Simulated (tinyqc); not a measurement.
Epitaxial growth on a vicinal surface: Burton-Cabrera-Frank step flow, step-edge barrier and island nucleation: one step, computed by the program tinyqc.

Adatoms land at rate F, hop on a square grid (a simplification for hexagonal faces), desorb, or join steps. Lengths are in units of a and n is the adatom coverage. Steps ascend at x = 0 and descend at x = l.

Problem. Step flow or islands. Island density on a flat surface without desorption: N = 0.25 (F/D)^(i/(i+2)) exp(E_i/((i+2) k_B T)) per site, with E_i = 0 for i = 1; spacing l_n = N^(-1/2). Step flow needs an effective width l_eff = 2 x(peak) below l_n. Temperatures in kelvin are T(C) + 273.15.

Inputs (values chosen for the exercise, close to those used for GaN(0001)):
```
quantity                                    value      unit
deposition rate F                             4.5  layers/s
temperature T                                1000         C
critical nucleus size i                         2         -
binding energy of the critical nucleus E_i   0.76        eV
```

D = 5.634188e+07 a^2/s

position of the peak = 46.88686 a

Constants: k_B = 8.617333262e-05 eV/K.

Give: island density N on a flat surface; island spacing l_n; ratio l_eff/l_n.

Solution.

island density N on a flat surface = 3.9925e-04 per site

island spacing l_n = 50.047 a

ratio l_eff/l_n = 1.8737

Islands nucleate on the terraces, and a step-flow solution would overstate the coverage. Caution: twice the distance from the ascending step to the coverage peak exceeds the expected island spacing [0.25 (F/D)^(i/(i+2)) exp(E_i/((i+2) k_B T))]^(-1/2) by 40 % or more, so islands nucleate and the step-flow values are formal. Caution: the prefactor 0.25 and the criterion are estimates, good to a factor of about two in length.
